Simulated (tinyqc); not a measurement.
# Hole mobility in a silicon inversion layer, empirical terms and Matthiessen rule, step by step

tinyqc, about 0.01 s, one thread, Intel Xeon 2.30GHz (shared host): `OMP_NUM_THREADS=1 python tinyqc.py 2510007 2510008 out.jsonl` Printed values are rounded.

Inversion layer of sheet density Ns on a uniformly doped body, under a high-permittivity gate with an interlayer. The mobility terms are empirical power laws with prefactors chosen for the exercise; adding their inverses (Matthiessen) is itself an approximation.

Inputs (values chosen for the exercise); material values close to those of silicon:
```
symbol    value        unit                                                meaning
T           300           K                                            temperature
Eg          1.1          eV                                               band gap
eps_r      11.8                         relative permittivity of the semiconductor
Nc      2.81e19       cm^-3                 conduction-band density of states at T
Nv      2.63e19       cm^-3                    valence-band density of states at T
Nb       1.9e17       cm^-3                                            body doping
Vsb           0           V                                      reverse body bias
eta      0.3333              weight of the inversion charge in the effective field
Cox        1.21     uF/cm^2                                       gate capacitance
Ap          137  cm^2/(V s)           phonon-limited mobility at 1 MV/cm and 300 K
As          483  cm^2/(V s)                  roughness-limited mobility at 1 MV/cm
gs            1                                     exponent of the roughness term
Ac          870  cm^2/(V s)                                      Coulomb prefactor
Nit      5.5e11       cm^-2                                charge at the interface
Ar          160  cm^2/(V s)              remote-phonon mobility without interlayer
ti          1.5          nm                                   interlayer thickness
lr          0.8          nm                         decay length of remote phonons
Ns       1.1e13       cm^-2                                      inversion density
WL           10                                                          ratio W/L
Vd         0.01           V                                          drain voltage
I            19          uA                                measured linear current
```

Constants: q = 1.602176634e-19 C, kB = 1.380649e-23 J/K, Vt = kB T/q, eps0 = 8.8541878128e-14 F/cm where lengths are in cm. Results are converted to the units shown.

## Depletion charge and effective field

ni = sqrt(Nc Nv) exp(-Eg/(2 Vt)), Eg in volts; Ndep = sqrt(2 eps0 eps_r Nb (2 Vt ln(Nb/ni) + Vsb)/q); E = q (Ndep + eta Ns)/(eps0 eps_r), in MV/cm.

ni = 1.56581e10 cm^-3
Ndep = 1.44564e12 cm^-2
E = 0.783909 MV/cm

The depletion charge gives 28.3 % of the field.

## Mobility terms and their sum

With t = T/(300 K): muC = Ac (Ns/1e12 cm^-2) t/(Nb/1e17 cm^-3 + Nit/1e11 cm^-2), muP = Ap E^(-1/3) t^(-1.75), muS = As E^(-gs), muR = Ar exp(2 ti/lr)/t; 1/mu is the sum of the inverses.

terms (cm^2/(V s)): Coulomb 1293.24, phonon 148.582, roughness 616.143, remote phonon 6803.37
mu = 107.834 cm^2/(V s)
shares of 1/mu (%): Coulomb 8.33824, phonon 72.5753, roughness 17.5014, remote phonon 1.58500

The phonon term limits most.

## Iteration 1: inversion density for the measured current

Ns at the start = 5.5e12 cm^-2

I = (W/L) q Ns mu Vd. E = q (Ndep + eta Ns)/(eps0 eps_r) in MV/cm. With t = T/(300 K): muC = Ac (Ns/1e12 cm^-2) t/(Nb/1e17 cm^-3 + Nit/1e11 cm^-2), muP = Ap E^(-1/3) t^(-1.75), muS = As E^(-gs), muR = Ar exp(2 ti/lr)/t; 1/mu is the sum of the inverses. Ns(new) = I/((W/L) q mu Vd).

E = 0.502798 MV/cm
mu = 117.114 cm^2/(V s)
Ns after iteration 1 = 1.01259e13 cm^-2

## Iteration 2: inversion density for the measured current

As before.

E = 0.739235 MV/cm
mu = 109.680 cm^2/(V s)
Ns after iteration 2 = 1.08122e13 cm^-2

## Course of the iteration: inversion density for the measured current

Stop when Ns changes by less than 1e5 cm^-2, or after 120 iterations.

Course of the iteration:
```
iteration,Ns (cm^-2),|change| (cm^-2)
1,1.01259e13,4.63e12
2,1.08122e13,6.86e11
3,1.09570e13,1.45e11
4,1.09881e13,3.11e10
5,1.09948e13,6.69e9
6,1.09962e13,1.44e9
7,1.09966e13,3.11e8
8,1.09966e13,6.70e7
9,1.09966e13,1.45e7
10,1.09966e13,3.12e6
11,1.09966e13,6.72e5
12,1.09966e13,1.45e5
13,1.09966e13,3.12e4
```

Converged in 13 iterations. At the end each change is about 0.22 times the one before: linear convergence.

## Split C-V extraction

```
point,Vg (V),Cgc (uF/cm^2),I (uA)
0,0.1,0.00101508,1.01964e-7
1,0.2,0.0152893,2.33632e-5
2,0.3,0.197500,0.00446656
3,0.4,0.905457,0.223406
4,0.5,1.18388,1.26480
5,0.6,1.20825,2.77888
6,0.7,1.20989,4.40075
7,0.8,1.20999,6.01094
8,0.9,1.21000,7.56854
9,1,1.21000,9.06021
10,1.1,1.21000,10.4836
11,1.2,1.21000,11.8410
12,1.3,1.21,13.1364
```

Q(Vg) is the trapezoid sum of Cgc from the first point (where Q is taken as 0); mu_eff = I/((W/L) Q Vd); mu_FE = (dI/dVg)/((W/L) Cox Vd) with a backward difference. Listed from point 4 on.

```
point,Q (uC/cm^2),mu_eff (cm^2/(V s)),mu_FE (cm^2/(V s))
4,0.171069,73.9352,86.0658
5,0.290675,95.6007,125.130
6,0.411582,106.923,134.039
7,0.532576,112.865,133.074
8,0.653576,115.802,128.727
9,0.774576,116.970,123.279
10,0.895576,117.060,117.638
11,1.01658,116.480,112.181
12,1.13758,115.477,107.053
```

At the last point mu_FE is 7.3 % below mu_eff: where the mobility falls with gate voltage the slope of I understates it.
